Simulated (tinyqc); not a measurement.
# Resistance of a tapered via with liner, size effect and interface: several studies

A round via whose diameter grows from db at the bottom as D(z) = db + 2 z/tan(ang). The fill, of diameter D - 2 tl, starts above the bottom liner (thickness fb tl) and has rho = rho0 (1 + ks lam/(D - 2 tl)); the sidewall liner conducts in parallel with it. The bottom liner and the interface are crossed over the full area pi db^2/4. Spreading in the lines above and below is left out.

Values chosen for this exercise; fill metal close to ruthenium:
- db = 23 nm (diameter at the bottom)
- hv = 36 nm (height)
- ang = 85 degrees (sidewall angle)
- rho0 = 7.61 uohm cm (bulk resistivity of the fill)
- lam = 6.67 nm (mean free path of the fill)
- ks = 0.6 (size-effect factor)
- tl = 0.2 nm (liner on the sidewall)
- fb = 0.5 (liner at the bottom over that on the sidewall)
- rl = 240 uohm cm (resistivity of the liner)
- ri = 4.6e-12 ohm cm^2 (interface resistivity at the bottom)
- Sb = 1.5e15 S/m^2 (ballistic conductance per area, about 3/(4 rho0 lam))
- rho2 = 5.36 uohm cm (bulk resistivity of the second fill (close to molybdenum))
- lam2 = 11.2 nm (its mean free path)
- tl2 = 0.3 nm (its liner)

Each table varies one quantity; the others keep the values above.

## Via resistance against the diameter at the bottom

Slices between z0 = fb tl and hv, evaluated at their midpoints: conductance per length pi/4 [(D - 2 tl)^2/rho + (D^2 - (D - 2 tl)^2)/rl], slice resistance = slice height over that. 2000 slices. R_fill = sum of the slices; R_bottom = rl fb tl/(pi db^2/4); R_interface = ri/(pi db^2/4); ballistic (Sharvin) limit 1/(Sb pi (db - 2 tl)^2/4); ideal cylinder rho0 hv/(pi db^2/4).

Via resistance against the diameter at the bottom:
columns A: db (nm); B: R_fill (ohm); C: R_bottom (ohm); D: R_interface (ohm); E: R (ohm); F: ballistic limit (ohm); G: R over ideal cylinder; H: largest part
```
A         B        C        D       E       F      G     H
6     78.90    8.488    16.27   103.7   27.07  1.070  fill
8.3   42.97    4.436    8.502   55.90   13.60  1.104  fill
11    25.27    2.525    4.840   32.64   7.555  1.132  fill
16    12.38    1.194    2.288   15.86   3.488  1.164  fill
22    6.707   0.6314    1.210   8.548   1.819  1.186  fill
30    3.672   0.3395   0.6508   4.662  0.9688  1.203  fill
42    1.901   0.1732   0.3320   2.406  0.4905  1.217  fill
58    1.007  0.09084   0.1741   1.272  0.2558  1.226  fill
80   0.5331  0.04775  0.09151  0.6723  0.1340  1.234  fill
```

What does the comparison show?

R falls from 104 to 0.672 ohm. The fill is the largest part at db = 6 and in all other rows. R goes as db^(-1.90) between the first two rows and db^(-1.98) between the last two; area alone gives -2.

## Via resistance against the sidewall angle

Same model as above.

2000 slices.

The same in every row: R_bottom (ohm) = 0.57765; R_interface (ohm) = 1.1072; ballistic limit (ohm) = 1.6619.

Results:
```
ang (degrees)  R_fill (ohm)  R (ohm)  R over ideal cylinder  largest part
90                   8.0057   9.6905                 1.4696          fill
89                   7.5530   9.2378                 1.4010          fill
88                   7.1481   8.8330                 1.3396          fill
87                   6.7838   8.4686                 1.2843          fill
86                   6.4540   8.1388                 1.2343          fill
82                   5.3952   7.0800                 1.0737          fill
```

Estimate the missing row, ang = 84 degrees.

Computed row:
```
ang (degrees)  R_fill (ohm)  R (ohm)  R over ideal cylinder  largest part
84                   5.8795   7.5644                 1.1472          fill
```

With this row back in the table: R falls from 9.69 to 7.08 ohm. The fill is the largest part at ang = 90 and in all other rows. The share of the two bottom terms goes from 17.4 to 23.8 %.

## Two fill metals against the diameter

2000 slices. R_fill = sum of the slices; R_bottom = rl fb tl/(pi db^2/4); R_interface = ri/(pi db^2/4). The second fill has rho2, lam2 and tl2 in place of rho0, lam and tl.

Two fill metals against the diameter:
```
db (nm)  R, first fill (ohm)  R, second fill (ohm)  ratio second/first
6                     103.66                101.92             0.98325
8.5                   53.423                50.382             0.94309
12                    27.618                25.149             0.91061
17                    14.107                12.471             0.88401
24                    7.2141                6.2256             0.86298
35                    3.4446                2.9113             0.84518
49                    1.7749                1.4787             0.83313
70                   0.87623               0.72159             0.82352
100                  0.43162               0.35241             0.81647
```

Read the table: what changes, and by how much?

The ratio goes from 0.983 to 0.816. The second fill gives the lower R in every row. Ratios within a few per cent of 1 are a tie, given that ballistic terms are left out.

Computed by the program tinyqc: `OMP_NUM_THREADS=1 python tinyqc.py 2750097 2750098 out.jsonl`, one thread of a shared Intel Xeon 2.30GHz, about 0.01 s for the whole run.
